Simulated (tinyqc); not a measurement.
Equilibrium crystal shape, supported particles, Gibbs-Thomson effect and coarsening: one step, computed by the program tinyqc.

A cubic crystal bounded by {100}, {110} and {111} facets only.

Problem. Chemical potential of the particle. For the Wulff shape mu - mu(bulk) = 2 Omega gamma/h, with gamma and h = lambda gamma the energy and distance of any one facet plane, here (111); the vapour pressure rises by exp[(mu - mu(bulk))/(k_B T)].

Inputs (values chosen for the exercise, modelled on silicon): atoms in the particle N = 1700; temperature T = 1150 K.

Omega = 20.02 angstrom^3

gamma (J/m^2): (100) 1.38, (110) 1.46, (111) 1.25

distances of the planes from the centre (nm): {100} 1.980366, {110} 2.095170, {111} 1.793810

Constants: e = 1.602176634e-19 C; k_B = 8.617333262e-05 eV/K.

Give: mu - mu(bulk); pressure ratio.

Solution.

mu - mu(bulk) = 174.15 meV

pressure ratio = 5.7968

Caution: below a few thousand atoms edges and corners add to the energy and facets hold few atoms.
